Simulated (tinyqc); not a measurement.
What moves the results: electrons shared among three sets of ellipsoidal valleys. A value that a table varies takes the place of the one given here.

F_j(eta) = (1/Gamma(j + 1)) integral_0^infinity x^j dx/(1 + exp(x - eta)), which tends to exp(eta) for eta << 0.

Sets Gamma, L, X: N_i = M_i times N = 2 (m kB T/(4 pi c))^(3/2) with c = hbar^2/2m0, in 1/angstrom^3; times 1e24 for 1/cm^3, m = (ml mt^2)^(1/3); n = sum_i N_i F_1/2((EF - dE_i)/kT), energies from the edge of the first set; mu_drift = sum of share times mobility.

Constants: hbar^2/2m0 = 3.80998211 eV angstrom^2; kB = 8.617333262e-05 eV/K.

Parameters, chosen for this exercise (masses and offsets near those of GaSb; mobilities are free inputs, held fixed; the results hold for these values, not for the real material): dE = (0, 0.081, 0.285) eV (edges of Gamma, L, X above the first); M = (1, 4, 3) (valleys in each set); ml = (0.039, 1.298, 1.536) m0 (longitudinal masses of Gamma, L, X); mt = (0.039, 0.1022, 0.2099) m0 (transverse masses); mu = (7000, 810, 310) cm^2/(V s) (mobility of each set); n = 3.6e+19 1/cm^3 (total electron density); T = 77 K.

## Transfer between valleys with temperature

Offsets, masses and mobilities are held fixed; n is fixed too, so the high values of T stand for hot electrons, not for the lattice.

Populations:

| T (K) | EF (eV) | share Gamma | share L | share X | mu_drift |
|---|---|---|---|---|---|
| 77 | 0.1442 | 0.0534 | 0.9466 | 0.0000 | 1140 |
| 150 | 0.1425 | 0.0528 | 0.9472 | 0.0000 | 1137 |
| 300 | 0.1344 | 0.0502 | 0.9482 | 0.0016 | 1120 |
| 450 | 0.1198 | 0.0459 | 0.9401 | 0.0140 | 1087 |
| 600 | 0.0990 | 0.0410 | 0.9173 | 0.0417 | 1043 |
| 900 | 0.0413 | 0.0319 | 0.8478 | 0.1203 | 947 |
| 1200 | -0.0329 | 0.0254 | 0.7767 | 0.1979 | 868 |
| 2000 | -0.2844 | 0.0166 | 0.6438 | 0.3396 | 743 |

What can be read from the table?

The share of Gamma goes from 0.053 to 0.017 and the mean mobility from 1140 to 743 cm^2/(V s). L holds more than Gamma throughout. The share of X is at most 0.34.

## Transfer between valleys with doping

Parabolic valleys; band tails and gap narrowing are left out.

Populations:

| n (1/cm^3) | EF (eV) | share Gamma | share L | share X | mu_drift |
|---|---|---|---|---|---|
| 1.0e+16 | -0.0052 | 0.9997 | 0.0003 | 0.0000 | 6998 |
| 1.0e+17 | 0.0180 | 0.9989 | 0.0011 | 0.0000 | 6993 |
| 1.0e+18 | 0.0713 | 0.6732 | 0.3268 | 0.0000 | 4977 |
| 3.0e+18 | 0.0864 | 0.2980 | 0.7020 | 0.0000 | 2655 |
| 1.0e+19 | 0.1053 | 0.1201 | 0.8799 | 0.0000 | 1553 |
| 3.0e+19 | 0.1366 | 0.0590 | 0.9410 | 0.0000 | 1175 |
| 1.0e+20 | 0.2085 | 0.0334 | 0.9666 | 0.0000 | 1016 |

What can be read from the table?

The share of Gamma goes from 1.000 to 0.033 and the mean mobility from 6998 to 1016 cm^2/(V s). Gamma and L hold equal numbers between n = 1e+18 and 3e+18 1/cm^3. Where EF lies more than about 0.2 eV up a light valley, its parabolic form fails. The share of X is at most 2.5e-07.

## Moving the second set by strain or alloying

The second entry of dE is replaced by the values listed; a negative value puts that set lowest.

Populations:

| offset (eV) | EF (eV) | share Gamma | share L | share X | mu_drift |
|---|---|---|---|---|---|
| -0.100 | -0.0344 | 0.0000 | 1.0000 | 0.0000 | 810 |
| -0.050 | 0.0155 | 0.0023 | 0.9977 | 0.0000 | 824 |
| 0.000 | 0.0649 | 0.0163 | 0.9837 | 0.0000 | 911 |
| 0.025 | 0.0894 | 0.0262 | 0.9738 | 0.0000 | 972 |
| 0.050 | 0.1139 | 0.0375 | 0.9625 | 0.0000 | 1042 |
| 0.100 | 0.1627 | 0.0639 | 0.9361 | 0.0000 | 1206 |
| 0.150 | 0.2113 | 0.0945 | 0.9055 | 0.0000 | 1395 |
| 0.200 | 0.2597 | 0.1287 | 0.8698 | 0.0015 | 1606 |
| 0.300 | 0.3190 | 0.1751 | 0.1785 | 0.6464 | 1571 |

What can be read from the table?

The share of Gamma goes from 0.000 to 0.175 and the mean mobility from 810 to 1571 cm^2/(V s). L holds more than Gamma throughout. Where EF lies more than about 0.2 eV up a light valley, its parabolic form fails. The share of X is at most 0.65, and it is the largest set in some rows. With Boltzmann statistics the first two sets are equal at kT ln(N_2/N_1) = 0.0272 eV; the crossing, if any, lies elsewhere because the electrons are degenerate and fill the set with fewer states high above its edge.

## What moves the populations

All else solved anew. Each row changes one parameter from the base and keeps the others.

Results:

| case | EF (eV) | share Gamma | share L | share X | mu_drift (cm^2/(V s)) |
|---|---|---|---|---|---|
| base | 0.1442 | 0.0534 | 0.9466 | 0.0000 | 1140 |
| T = 127 K | 0.1432 | 0.0530 | 0.9470 | 0.0000 | 1138 |
| n = 1.08e+20 1/cm^3 | 0.2154 | 0.0324 | 0.9676 | 0.0000 | 1011 |
| dE = (0, 0.0648, 0.285) eV | 0.1284 | 0.0449 | 0.9551 | 0.0000 | 1088 |
| mt = (0.039, 0.1226, 0.2099) m0 | 0.1370 | 0.0494 | 0.9506 | 0.0000 | 1116 |
| ml = (0.039, 1.5576, 1.536) m0 | 0.1405 | 0.0513 | 0.9487 | 0.0000 | 1128 |
| mu = (8400, 810, 310) cm^2/(V s) | 0.1442 | 0.0534 | 0.9466 | 0.0000 | 1215 |

What does this show?

The largest shifts from the base row, up to three for each result and ties (the steps differ in size, so this ranks the rows, not the parameters). EF (eV): n +0.0712, dE -0.0158, mt -0.0072; unchanged at the printed digits by mu. share Gamma: n -0.0209, dE -0.0085, mt -0.0039; unchanged at the printed digits by mu. share L: n +0.0209, dE +0.0085, mt +0.0039; unchanged at the printed digits by mu. share X: unchanged at the printed digits by T, n, dE, mt, ml and mu. mu_drift (cm^2/(V s)): n -130, mu +75, dE -53.

Program tinyqc; command `OMP_NUM_THREADS=1 python tinyqc.py 1650084 1650085 out.jsonl`; about 0.01 s on one thread of a shared Intel(R) Xeon(R) Processor @ 2.30GHz.
